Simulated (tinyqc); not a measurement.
Van der Pauw, Hall and four-point-probe measurements on a doped layer: one step of the calculation.

A uniform p-type layer with sheet resistance Rs = 1/(q ns mu), point contacts, low field (mu B small).

Question. New z. The van der Pauw equation exp(-pi RA z) + exp(-pi RB z) = 1 is solved for z = 1/Rs: e1 = exp(-pi RA z), e2 = exp(-pi RB z), f = e1 + e2 - 1, f' = -pi (RA e1 + RB e2), z(new) = z - f/f'.

z after iteration 1 = 0.040512787 mS
RA = 76.468281 ohm
RB = 18401.197 ohm

Give: e1; e2; f; f'; z after iteration 2.

Answer.

e1 = 0.99031
e2 = 0.096135
f = 0.086449
f' = -5.7954 kohm
z after iteration 2 = 0.055430 mS

Program tinyqc, `OMP_NUM_THREADS=1 python tinyqc.py 2850231 2850232 out.jsonl`; Intel Xeon 2.30GHz, shared host, one thread, about 0.01 s.
